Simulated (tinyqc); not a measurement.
Brillouin zone and empty-lattice bands of the bcc structure: one step. Reciprocal lattice.

Primitive vectors a (-1/2,1/2,1/2), a (1/2,-1/2,1/2), a (1/2,1/2,-1/2); one atom. Reciprocal vectors obey a_i.b_j = 2 pi delta_ij; k is given in units of 2 pi/a. Empty-lattice levels are c0 (2 pi/a)^2 |k + G|^2, c0 = hbar^2/2m0. Points: H = (1, 0, 0), N = (0.5, 0.5, 0), P = (0.5, 0.5, 0.5).

Constants: hbar^2/2m0 = 3.80998211 eV angstrom^2.

Inputs chosen for the exercise (out of a larger set: lattice near that of K; not measured data): a = 5.308 angstrom (lattice constant).

Problem. Give b1, b2, b3, the cell volume, the zone volume (2 pi)^3/V and the energy unit c0 (2 pi/a)^2.

Give: b1, b2, b3 as rows; cell volume; zone volume; energy unit.

Solution.

b1, b2, b3 as rows (2 pi/a):
```
[[0.0000, 1.0000, 1.0000],
 [1.0000, 0.0000, 1.0000],
 [1.0000, 1.0000, 0.0000]]
```

cell volume = 74.776 angstrom^3
zone volume = 3.3172 1/angstrom^3
energy unit = 5.3385 eV

(tinyqc, `OMP_NUM_THREADS=1 python tinyqc.py 1850839 1850840 out.jsonl`, Intel(R) Xeon(R) Processor @ 2.30GHz, 1 thread, shared host, about 0.01 s.)
